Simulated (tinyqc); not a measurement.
Concentration-dependent dopant diffusion with charged defects and the built-in field: one step, computed by the program tinyqc. Command: `OMP_NUM_THREADS=1 python tinyqc.py 3003937 3003938 out.jsonl extrinsic walk`. One thread of a shared host (Intel(R) Xeon(R) Processor @ 2.30GHz), about 0.07 s of CPU time with the checks.

A constant source C_s feeds a half space. The dopant moves through neutral point defects and through charged ones, whose number grows with the majority carrier density n.

Question. Intrinsic density and partial diffusivities. n_i = 3.87e16 T^1.5 exp(-7014/T) per cm^3 (T in kelvin, an empirical form); each D = prefactor x exp(-E/(k_B T)); the intrinsic diffusivity D_i is their sum. Temperatures in kelvin are T(C) + 273.15.

Inputs (values chosen for the exercise, modelled on arsenic in silicon):
```
quantity                       value    unit
neutral prefactor D0x         0.0104  cm^2/s
neutral activation energy E0    3.45      eV
singly charged prefactor D01    33.5  cm^2/s
activation energy E1            4.13      eV
temperature T                   1125       C
```

Field enhancement: on.

Constants: k_B = 8.617333262e-05 eV/K.

Give: n_i; partial diffusivities; intrinsic diffusivity D_i.

Answer.

n_i = 1.341e+19 1/cm^3

partial diffusivities (cm^2/s): Dx 3.812e-15, D1 4.345e-14

intrinsic diffusivity D_i = 4.727e-14 cm^2/s
